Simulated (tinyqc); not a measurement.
Inside a calculation: linear model of a band gap against the share of exact exchange. Values are carried at full precision from step to step, so a last printed digit may differ when a step is redone from the rounded ones.

E(alpha) = E0 + S alpha. A wider gap screens less, modelled in the Penn form eps(alpha) = 1 + (e0 - 1)(EP/(EP + S alpha))^2 with a scale EP chosen for the exercise. A dielectric-dependent hybrid takes alpha = 1/eps.

Inputs chosen for the exercise (of the order of those of HfO2; not measured data):
```
symbol   value  unit  meaning
E0       3.98   eV    gap of the semi-local functional
S        8.31   eV    slope dE/d(alpha)
e0       5.04         optical dielectric constant at alpha = 0
EP       17.2   eV    energy scale of the screening
Et       5.79   eV    target gap
a_start  0.1          starting alpha
fv       0.67         share of the opening taken by the valence edge
Ed       0.76   eV    defect level above the semi-local valence top
cd       0            shift of the level per unit opening, on the scale of the mean potential
```

## Fixed shares

Gap, error against the target and eps for alpha = 0, 0.25 and 1/e0; and the alpha that meets the target, (Et - E0)/S.

Results:
```
alpha,E (eV),E - Et (eV),eps
0.0000,3.980,-1.810,5.040
0.2500,6.058,0.268,4.216
0.1984,5.629,-0.161,4.364
```

alpha for the target = 0.2178

A quarter of exact exchange overshoots the target by 0.27 eV: the material needs 0.218, and 1/e0 = 0.198 lies closer to it than 0.25 does.

## Self-consistent share

Iterate alpha -> 1/eps(alpha) seven times from a_start. The fixed point solves alpha eps(alpha) = 1; the contraction factor there is 2 (eps - 1) S/((EP + S alpha) eps^2).

Iterates:
```
step,alpha,eps,E (eV)
0,0.10000,4.6762,4.8110
1,0.21385,4.3188,5.7571
2,0.23155,4.2679,5.9042
3,0.23431,4.2601,5.9271
4,0.23474,4.2589,5.9307
5,0.23480,4.2587,5.9312
6,0.23481,4.2587,5.9313
7,0.23481,4.2587,5.9313
```

fixed point = 0.23481
contraction factor = 0.1559

The factor is positive, so the iterates approach from one side, the error shrinking to 0.16 of itself each step; the gap is within 0.01 eV of its limit from step 3. Self-consistency moves the gap by +0.303 eV against the one-shot choice 1/e0, since a wider gap screens less.

## Band edges and a deep level

The opening c = S alpha lowers the valence top by fv c and raises the conduction edge by (1 - fv) c, both against the mean potential; the level moves by cd c. Use the fixed point. Compare with stretching the level in proportion to the gap and with pinning it to either edge.

opening c = 1.951 eV

shifts of the valence and conduction edges (eV): -1.307  0.644

level above the valence top = 2.067 eV
level below the conduction edge = 3.864 eV

level above the valence top: stretched, tied to the valence edge, tied to the conduction edge (eV): 1.133  0.760  2.711

The three recipes err by -0.93, -1.31 and +0.64 eV against alignment through the mean potential. A localised level with cd = 0 stays put while the edges move away from it.

## Checks

- Fixed point by bisection against 60 substitutions: both 0.23481.

tinyqc: `OMP_NUM_THREADS=1 python tinyqc.py 1881083 1881084 out.jsonl`; about 0.01 s, one thread, shared Intel(R) Xeon(R) Processor @ 2.30GHz.
